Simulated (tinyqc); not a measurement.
Length of a molecular wire: coherent transport through a tight-binding bridge. Computed by the program tinyqc. T = Gamma_L Gamma_R |G_1n|^2 with the self-energies of semi-infinite chains.

A uniform bridge between two chains:
```
parameter                        value
site energy (eV)              0.610000
hopping in the bridge (eV)    0.590000
lead hopping (eV)             2.590000
couplings (eV)              0.67, 0.62
E (eV)                        0.470000
```

Transmission against length:
```
sites           T     ln T
2      2.8475e-01  -1.2561
3      5.4776e-01  -0.6019
4      3.4749e-01  -1.0570
5      3.9700e-01  -0.9238
6      4.6204e-01  -0.7721
7      3.1129e-01  -1.1670
8      6.5367e-01  -0.4251
9      2.6651e-01  -1.3223
10     8.9671e-01  -0.1090
```

What does the comparison show, and why?

E lies inside the band of the bridge (|E - e|/2h = 0.119 < 1): T does not decay but oscillates with length, between 0.267 and 0.897 here, as levels of the bridge pass E.
